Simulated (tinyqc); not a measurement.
Thermal boundary conductance by the acoustic and diffuse mismatch models. From kappa_eff back to conductivity kappa_1. Computed by tinyqc, a small Python program. Command: `OMP_NUM_THREADS=1 python tinyqc.py 3020867 3020868 out.jsonl kapitza inv`. One thread of a shared host (Intel(R) Xeon(R) Processor @ 2.30GHz), about 0.02 s of CPU time with the checks.

Each side has one longitudinal and two transverse Debye branches, omega = v q up to q_D = (6 pi^2 n)^(1/3), with n counting all atoms. Scattering at the interface is elastic. Electrons are left out of G, also for metals. Melting is ignored. G refers to the temperatures of the phonons sent towards the interface. Linear branches over all atoms overstate G at high T, most for crystals with several atoms a cell.

Inputs (values chosen for the exercise, modelled on germanium (side 1) and copper (side 2)):
```
quantity                    value     unit
density rho_1                5.36   g/cm^3
longitudinal velocity vL_1   5340      m/s
transverse velocity vT_1     3170      m/s
atom density n_1             43.2   1/nm^3
density rho_2                8.92   g/cm^3
longitudinal velocity vL_2   5050      m/s
transverse velocity vT_2     2570      m/s
atom density n_2             84.2   1/nm^3
conductivity kappa_2          389  W/(m K)
temperature T                 150        K
thickness d_1                 180       nm
thickness d_2                  16       nm
heat flux J                  0.18  kW/cm^2
```

Structure: superlattice.

Constants: hbar = 1.054571817e-34 J s; k_B = 1.380649e-23 J/K.

Method:
- omega_c = v q_D for each branch, given as hbar omega_c/k_B; impedance Z = rho v.
- No mode conversion. t(theta) = 4 Z_1 Z_2 cos(theta_1) cos(theta_2)/N^2, with N = Z_2 cos(theta_1) + Z_1 cos(theta_2) for L (the form for pressure waves) and N = Z_1 cos(theta_1) + Z_2 cos(theta_2) for both T branches (the form for shear waves polarised along the interface); sin(theta_2) = (v_2/v_1) sin(theta_1), and t = 0 beyond the critical angle arcsin(v_1/v_2); the mean over the incoming flux is alpha = 2 int t sin(theta_1) cos(theta_1) d theta_1 (64 Gauss-Legendre points).
- G = (k_B^4 T^3/(8 pi^2 hbar^3)) int W(x) x^4 e^x/(e^x - 1)^2 dx, x = hbar omega/(k_B T). Acoustic mismatch: W = sum over the three branches of alpha(1 to 2)/v_1^2, each up to the lower of its two cut-offs. Diffuse mismatch: W = S_1 S_2/(S_1 + S_2), where S_i sums 1/v^2 over the branches of side i still below their cut-off. Radiation limit: W = min(S_1, S_2). The integral is split at the four cut-offs (64 Gauss-Legendre points a piece, x at most 45).
- Boundary resistance R = 1/G and Kapitza length kappa_2/G use the diffuse value.
- kappa_eff = (d_1 + d_2)/(d_1/kappa_1 + d_2/kappa_2 + 2 R), two interfaces a period, with bulk conductivities in the layers; the gradient is J/kappa_eff.

Task: A run gave the result below. Find the conductivity kappa_1, known to lie between 36 and 120 W/(m K).

kappa_eff = 33.81833 W/(m K)

Result:

Each step takes the trial c = (a f_b - b f_a)/(f_b - f_a), f being the result less the target and a, b, c the logarithms of the listed values; c replaces end b, the old b replaces a if the sign of f changed, and otherwise f_a is halved.

Scan of the range:
```
conductivity kappa_1 (W/(m K))  kappa_eff (W/(m K))
36.0                                        24.6199
44.0                                        27.7938
53.8                                        31.0778
65.7                                        34.3814
80.3                                        37.6733
98.2                                        40.8842
120.0                                       43.9361
```

False position (Illinois rule, in the logarithm of the input) inside the bracket:
```
step  end a    end b    trial  kappa_eff (W/(m K))
1      53.8  65.7000  63.5000              33.8183
2      65.7  63.5000  63.5000              33.8183
```

kappa_eff rises at every point of a 13-point scan of the range (every second point is shown), so one value fits; it is bracketed by 53.8 and 65.7. Answer: conductivity kappa_1 = 63.50 W/(m K).

Caution: kappa_2 is of room-temperature size, so the Kapitza length is only nominal at this T. Caution: at this temperature short waves carry the heat; linear branches up to q_D overstate their velocity, and inelastic processes, left out here, grow with T. Caution: the conductivities are of room-temperature size; at this T real values can differ much and free paths can be long. Caution: R from emitted-phonon temperatures is too large for use in series with Fourier layers, by up to a factor of about 2. Caution: layers this thin are often below the phonon free path, where bulk conductivities and independent interfaces no longer hold.
